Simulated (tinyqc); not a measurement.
Gupta-type many-body potential for a metal: one step, computed by the program tinyqc. Command: `OMP_NUM_THREADS=1 python tinyqc.py 3012805 3012806 out.jsonl gupta walk`. One thread of a shared host (Intel(R) Xeon(R) Processor @ 2.30GHz), about 0.01 s of CPU time with the checks.

E_i = sum_j A exp(-p (r_ij/r0 - 1)) - xi rho_i^gamma, with rho_i = sum_j exp(-2 q (r_ij/r0 - 1)); gamma = 1/2 is the tight-binding second-moment form. The crystal is fcc unless stated; d is the neighbour distance and a fixed number of shells is kept.

Question. Shell terms at equilibrium. fcc shells: d sqrt(k), k = 1..5, with 12, 6, 24, 12, 24 atoms; Omega = d^3/sqrt2. Repulsion and density of one neighbour in each shell, and their sums.

Inputs (values chosen for the exercise, modelled on lead):
```
quantity,value,unit
repulsion A,0.101,eV
decay p,9.65,-
decay q,3.75,-
reference distance r0,3.501,angstrom
shells kept,2,-
```

neighbour distance d = 3.471108 angstrom

Give: Shells; repulsive energy; density rho.

Answer.

Shells:
```
shell,count,r (angstrom),repulsion (eV),density
1,12,3.471,0.1097,1.066
2,6,4.909,0.0021,0.049
```

repulsive energy = 1.329 eV

density rho = 13.09
